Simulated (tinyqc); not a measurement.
## Resistance of a tapered via with liner, size effect and interface: via resistance against the sidewall angle

A round via whose diameter grows from db at the bottom as D(z) = db + 2 z/tan(ang). The fill, of diameter D - 2 tl, starts above the bottom liner (thickness fb tl) and has rho = rho0 (1 + ks lam/(D - 2 tl)); the sidewall liner conducts in parallel with it. The bottom liner and the interface are crossed over the full area pi db^2/4. Spreading in the lines above and below is left out.

Slices between z0 = fb tl and hv, evaluated at their midpoints: conductance per length pi/4 [(D - 2 tl)^2/rho + (D^2 - (D - 2 tl)^2)/rl], slice resistance = slice height over that. 2000 slices. R_fill = sum of the slices; R_bottom = rl fb tl/(pi db^2/4); R_interface = ri/(pi db^2/4); ballistic (Sharvin) limit 1/(Sb pi (db - 2 tl)^2/4); ideal cylinder rho0 hv/(pi db^2/4).

Inputs (values chosen for the exercise); fill metal close to ruthenium: diameter at the bottom db = 31 nm; height hv = 85 nm; bulk resistivity of the fill rho0 = 7.6 uohm cm; mean free path of the fill lam = 6.56 nm; size-effect factor ks = 1.3; liner on the sidewall tl = 0.1 nm; liner at the bottom over that on the sidewall fb = 1; resistivity of the liner rl = 180 uohm cm; interface resistivity at the bottom ri = 2.2e-12 ohm cm^2; ballistic conductance per area, about 3/(4 rho0 lam) Sb = 1.5e15 S/m^2.

The same in every row: R_bottom (ohm) = 0.23848; R_interface (ohm) = 0.29148; ballistic limit (ohm) = 0.89478.

Via resistance against the sidewall angle:

| ang (degrees) | R_fill (ohm) | R (ohm) | R over ideal cylinder | largest part |
|---|---|---|---|---|
| 90 | 11.050 | 11.580 | 1.3530 | fill |
| 89 | 9.9824 | 10.512 | 1.2282 | fill |
| 88 | 9.1006 | 9.6306 | 1.1252 | fill |
| 87 | 8.3602 | 8.8901 | 1.0387 | fill |
| 86 | 7.7293 | 8.2593 | 0.96499 | fill |
| 84 | 6.7109 | 7.2408 | 0.84600 | fill |
| 82 | 5.9233 | 6.4533 | 0.75398 | fill |

R falls from 11.6 to 6.45 ohm. The fill is the largest part at ang = 90 and in all other rows. The share of the two bottom terms goes from 4.58 to 8.21 %.

Numbers from tinyqc (`OMP_NUM_THREADS=1 python tinyqc.py 2750149 2750150 out.jsonl`; about 0.01 s on one thread of a shared Intel Xeon 2.30GHz).
